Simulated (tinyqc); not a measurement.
Velocity overshoot from momentum and energy balance equations after a field step: one step, computed by the program tinyqc.

At t = 0 the field jumps from 0 to F in a uniform sample. v is the drift velocity and u = w - (3/2) k_B T the excess energy per carrier.

Task: First four steps. dv/dt = e F/m - v/tau_m(u), du/dt = e F v - u/tau_E, tau_m(u) = tau_0/(1 + c u), tau_0 = m mu_0/e, c = mu_0/(e tau_E v_s^2); this choice gives the steady state v (1 + mu_0 F v/v_s^2) = mu_0 F, which saturates at v_s. Step: v_new = v + dt (e F/m - v/tau_m(u)), u_new = u + dt (e F v - u/tau_E). Start v = u = 0; the distance adds dt (v + v_new)/2.

Inputs (values chosen for the exercise, modelled on electrons in GaN except for tau_E): energy relaxation time tau_E = 0.37 ps; field after the step F = 69 kV/cm; lattice temperature T = 300 K; time step dt = 3.4 fs.

Scheme: explicit Euler.

c = 8.783784 1/eV

tau_0 = 147.8264 fs

acceleration e F/m = 0.06067929 1e7 cm/s per fs

Give: Steps.

Result:

Steps:
```
step  t (fs)  v (1e7 cm/s)    u (eV)  tau_m (fs)
1        3.4        0.2063  0.000000       147.8
2        6.8        0.4079  0.000484       147.2
3       10.2        0.6048  0.001436       146.0
4       13.6        0.7970  0.002842       144.2
```

After the first step u is still 0, below the drift energy m v^2/2, because the explicit scheme uses the old v: an error of the finite time step.
